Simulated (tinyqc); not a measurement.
# Worked calculation: strained L valleys, repopulation and conductivity mass

tinyqc, about 0.01 s, one thread, Intel Xeon 2.30GHz (shared host): `OMP_NUM_THREADS=1 python tinyqc.py 2530143 2530144 out.jsonl` Printed values are rounded.

A cubic crystal with four conduction valleys along the <111> axes under uniaxial stress X along [110] (X > 0 is tension); current along [-110]. Non-degenerate electrons, fixed total density, one relaxation time for all valleys and stresses, masses unchanged by strain, so the mobility goes as the mean inverse mass.

Inputs (values chosen for the exercise); values close to those of germanium:

| symbol | value | unit | meaning |
|---|---|---|---|
| T | 273 | K | temperature |
| s11 | 9.73 | 1/TPa | compliance |
| s12 | -2.74 | 1/TPa | compliance |
| s44 | 15 | 1/TPa | compliance |
| Xu | 16.9 | eV | shear deformation potential |
| ml | 1.55 | m0 | longitudinal mass |
| mt | 0.0809 | m0 | transverse mass |
| X | -860 | MPa | uniaxial stress (tension positive) |

Constants: q = 1.602176634e-19 C, kB = 1.380649e-23 J/K, Vt = kB T/q. Results are converted to the units shown.

## Strain tensor

Stress s_ij = X a_i a_j with a the unit vector along [110]; strain e_ii = s11 s_ii + s12 (s_jj + s_kk), e_ij = s44 s_ij/2.

strain (%):
```
           x          y         z
x  -0.300570  -0.322500  0.000000
y  -0.322500  -0.300570  0.000000
z   0.000000   0.000000  0.235640
```

## Valley shifts and shares

Valley shift dE = Xu (n.e.n - trace(e)/3) with n the valley axis; share f proportional to exp(-dE/Vt).

```
valley  dE (meV)   share f
[111]   -36.3350  0.478219
[-111]   36.3350  0.021781
[1-11]   36.3350  0.021781
[11-1]  -36.3350  0.478219
```

The splitting is 72.7 meV, 3.1 Vt.

## Conductivity mass and mobility

Inverse mass along the current d = [-110]: (n.d)^2/ml + (1 - (n.d)^2)/mt; mu/mu0 = sum f (1/m) over the plain mean of 1/m.

1/m along d, valley [111] to [11-1] (1/m0): [12.3609, 4.55042, 4.55042, 12.3609]
conductivity mass = 0.0831899 m0
unstrained value = 0.118264 m0
mu/mu0 = 1.42161

The possible range, all electrons in one kind of valley, is 0.538 to 1.46.
